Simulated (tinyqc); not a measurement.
Inside a calculation. Model: bottom-up copper filling of a trench by curvature-enhanced accelerator coverage. Computed by tinyqc, a small Python program that keeps every step. Command: `OMP_NUM_THREADS=1 python tinyqc.py 3029875 3029876 out.jsonl superfill walk`. One thread of a shared host (Intel(R) Xeon(R) Processor @ 2.30GHz), about 0.05 s of CPU time with the checks. Intermediate numbers are printed to about 7 digits and carried at full precision; extremes and crossings named in words are read from the listed rows.

A rectangular trench keeps vertical walls and a flat floor. An accelerator floats on the surface; where area is lost in the corners it is passed on to the floor.

Inputs (values chosen for the exercise, close to those used for damascene copper plating):
```
quantity                                           value     unit
trench width w                                        47       nm
aspect ratio h/w                                       3        -
exchange current of the suppressed surface i_0     0.033  mA/cm^2
exchange current of the accelerated surface i_1      3.6  mA/cm^2
transfer coefficient alpha                          0.45        -
overpotential eta                                   0.13        V
starting coverage theta_0                          0.019        -
adsorption rate k_a                              0.00011      1/s
cupric ion concentration C                          0.31    mol/l
diffusivity D                                    5.3e-06   cm^2/s
boundary layer delta                                  62       um
temperature T                                        298        K
```

Constants: e = 1.602176634e-19 C; N_A = 6.02214076e+23 1/mol; k_B = 8.617333262e-05 eV/K.

## Velocities

Kinetic current i_k = [i_0 (1 - theta) + i_1 theta] exp(alpha eta/(k_B T)), limit i_L = 2 F D C/delta, i = 1/(1/i_k + 1/i_L); velocity v = i Omega/(2F), Omega = 7.11 cm^3/mol, F = e N_A. Depletion inside the trench is ignored.

limiting current i_L = 51.13723 mA/cm^2

velocity at theta = 0 = 0.1179013 nm/s

velocity at theta_0 = 0.3554701 nm/s

velocity at theta = 1 = 7.672449 nm/s

ratio v(1)/v(theta_0) = 21.58395

Without acceleration the walls meet when the floor has risen by w/2, so a seam-free fill needs a mean floor-to-wall speed ratio of at least 2 h/w = 6.

## First rates

At the start theta_b = theta_s = theta_0 and x = w/2: d theta_b/dt = k_a (1 - theta_0) + 2 theta_0 v/x (theta_b on the floor, theta_s on the walls, x the half width). At this initial relative rate the doubling time without adsorption would be x ln2/(2 v).

rate from adsorption = 1.079100e-04 1/s

rate from area loss = 5.748027e-04 1/s

doubling time = 22.91185 s

## Filling

Half width x, floor height y, depth h = aspect ratio x w. dx/dt = -v_s, dy/dt = v_b. d theta_b/dt = k_a (1 - theta_b) + [theta_s v_b + theta_b v_s]/x: the floor takes the accelerator of the wall it covers and keeps its own as it narrows. d theta_s/dt = k_a (1 - theta_s). theta_b is capped at 1. Integrate (tolerance 1e-9) until the walls meet (x = 0.02 w/2) or the floor passes the original mouth y = h. Start: x = w/2, y = 0, theta_b = theta_s = theta_0. Height filled = y/h, opening left = x/(w/2).

Course of the fill (nine evenly spaced times):
```
t (s)       x (nm)    y (nm)    theta_b     theta_s   v_b/v_s
0.00000   23.50000    0.0000  0.0190000  0.01900000   1.00000
7.30290   20.86854    2.8458  0.0248778  0.01978774   1.17130
14.60580  18.16616    6.3200  0.0332795  0.02057485   1.41397
21.90870  15.39299   10.7122  0.0461046  0.02136132   1.77892
29.21160  12.54918   16.5449  0.0675183  0.02214717   2.37325
36.51450   9.63484   24.8715  0.1082900  0.02293238   3.45572
43.81741   6.65011   38.1821  0.2044902  0.02371696   5.78683
51.12031   3.59512   63.9525  0.5522201  0.02450091  12.31201
58.42321   0.47000  116.2705          1  0.02528423  17.73056
```

time at the end = 58.42321 s

share of the height filled from the floor = 0.8246136

opening left, as a share of w = 0.02

The walls meet when the floor has filled 82 % of the height: a seam forms above. Caution: real profiles develop slanted corners, and accelerator is consumed; both are left out.

## The window in starting coverage

The formulas are those given above.

Outcome:
```
theta_0  v(1)/v(theta_0)  height filled  opening left  time (s)
0.001           58.76703      0.6187359          0.02  111.2030
0.003           49.24004      0.6698602          0.02  102.0115
0.010           31.48401      0.7862681          0.02   77.7422
0.020           20.86000      0.8243326          0.02   56.8112
0.050           10.50441      0.7131605          0.02   30.7320
0.100            5.88333      0.5503984          0.02   17.5303
0.200            3.26633      0.3952668          0.02    9.7867
0.400            1.86908      0.2738912          0.02    5.6084
0.800            1.14650      0.1859143          0.02    3.4413
```

No row fills the trench; the best, at theta_0 = 0.02, reaches 82 % of the height. Too little accelerator takes too long to concentrate. Too much speeds the walls as well and removes the contrast.

Checks made by the program: wall coverage against its closed form (relative difference below 1e-10).
